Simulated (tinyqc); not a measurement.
Keating valence-force model of a tetrahedral crystal: one step, computed by the program tinyqc. Command: `OMP_NUM_THREADS=1 python tinyqc.py 3002121 3002122 out.jsonl keating walk`. One thread of a shared host (Intel(R) Xeon(R) Processor @ 2.30GHz), about 0.04 s of CPU time with the checks.

Atom A sits at 0 and atom B at a/4 (1,1,1) of an fcc lattice; the four bonds from A are t = a/4 (1,1,1), a/4 (1,-1,-1), a/4 (-1,1,-1), a/4 (-1,-1,1), of length d = sqrt(3) a/4. Energy: E = (3 alpha/(8 d^2)) sum over bonds (r.r - d^2)^2 + (3 beta/(8 d^2)) sum over pairs of bonds at one atom (r_i.r_j + d^2/3)^2, with beta_A for the six pairs at A and beta_B for the six at B. The cell holds two atoms, Omega = a^3/4. 1 N/m = 1 J/m^2.

Task: Elastic constants and internal strain. beta = (beta_A + beta_B)/2; C11 = (alpha + 3 beta)/a, C12 = (alpha - beta)/a, C44 = 4 alpha beta/(a (alpha + beta)); with the two sublattices clamped C44(0) = (alpha + beta)/a; internal-strain parameter zeta = (alpha - beta)/(alpha + beta); B = (C11 + 2 C12)/3.

Inputs (values chosen for the exercise, for a model crystal): lattice constant a = 4.326 angstrom; bond stretching alpha = 52.1 N/m; bond bending beta_A = 7.4 N/m; bond bending beta_B = 7.4 N/m.

Structure: zinc blende.

Give: C11; C12; C44; clamped C44(0); internal-strain parameter zeta; bulk modulus B.

Result:

C11 = 171.75 GPa

C12 = 103.33 GPa

C44 = 59.914 GPa

clamped C44(0) = 137.54 GPa

internal-strain parameter zeta = 0.75126

bulk modulus B = 126.14 GPa

Letting the sublattices shift lowers C44 by 56 %, which is zeta^2. With zeta near 1 a shear keeps the bond lengths and bends the angles. The model fixes 2 C44 (C11 + C12)/((C11 - C12)(C11 + 3 C12)) = 1.000 whatever alpha and beta are.
